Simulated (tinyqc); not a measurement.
Printed widths: electron-beam lithography: double-Gaussian proximity function, edge placement and dose correction for parallel lines. Computed by tinyqc, a small Python program. Command: `OMP_NUM_THREADS=1 python tinyqc.py 3112376 3112377 out.jsonl proximity walk`. One thread of a shared host (Intel(R) Xeon(R) Processor @ 2.30GHz), about 0.01 s of CPU time with the checks.

Lines are infinitely long. Absorbed energy is counted so that the middle of a very large area written at dose 1 receives 1; the resist develops where it exceeds 1/2.

Inputs (values chosen for the exercise, of the order of those for 100 keV electrons in resist on silicon): forward range alpha = 0.022 micrometre; backscatter range beta = 34 micrometre; backscatter ratio eta = 0.72.

line widths (micrometre): 0.096  0.054  38  11  0.073

gaps between the lines (micrometre): 0.11  2.8  9.3  0.069

Method:
- The first line starts at x = 0; each next one starts after the width and the gap.
- f(r) = [exp(-r^2/alpha^2)/alpha^2 + eta exp(-r^2/beta^2)/beta^2]/(pi (1 + eta)). A line from a to b at dose d gives E(x) = d [S(alpha) + eta S(beta)]/(1 + eta), S(s) = [erf((b - x)/s) - erf((a - x)/s)]/2.
- M_ij is the mean of E at the two edges of line i from line j at dose 1.
- Uncorrected edge energies are M 1. Solve M d = 1/2 for the doses d that put the mean edge energy of every line at the threshold.
- Edges are the roots of E(x) = 1/2 between a line centre and the middle of the next gap. Three cases: dose 1 everywhere; one common dose equal to the mean of d; the corrected doses.

Lines (micrometre):
```
line  left edge   right edge       centre
1         0.000  9.60000e-02  4.80000e-02
2         0.206  2.60000e-01  2.33000e-01
3         3.060  4.10600e+01  2.20600e+01
4        50.360  6.13600e+01  5.58600e+01
5        61.429  6.15020e+01  6.14655e+01
```

corrected doses: 1 1.12946, 2 1.12644, 3 0.96858, 4 1.08263, 5 1.17750

Width error, printed less drawn (nm):
```
line  drawn width (nm)   dose 1  mean dose  corrected
1                   96  -4.4241     1.5174   1.10e-05
2                   54  -4.3132     1.6444   6.00e-06
3                38000   1.6155     7.6605   3.48e-04
4                11000  -3.6314     2.3488   9.29e-04
5                   73  -7.4875    -1.4900   7.00e-06
```

What does the comparison show, and why?

With the common mean dose the errors span 9.2 nm. With corrected doses the largest error is below 0.01 nm.

Extremes, crossings and ranges named in words are read from the listed rows.
